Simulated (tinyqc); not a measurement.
Inside a calculation. Method: Hubbard chain of 2 sites. One step of it, computed by the program tinyqc.

Task: The many-body Hamiltonian. Basis: all placements (u, d, 2, 0 on each site), up operators ordered before down ones; hops carry the sign of the same-spin electrons passed.

one-body matrix (hopping and site energies) (eV), order 1, 2:
```
[[0.000000, -0.640000],
 [-0.640000, 0.000000]]
```

U = 11.000000 eV

electrons, up and down: [1, 1]

Give: H.

Result:

H (eV), order 20, ud, du, 02:
```
[[11.0000, -0.6400, -0.6400, 0.0000],
 [-0.6400, 0.0000, 0.0000, -0.6400],
 [-0.6400, 0.0000, 0.0000, -0.6400],
 [0.0000, -0.6400, -0.6400, 11.0000]]
```
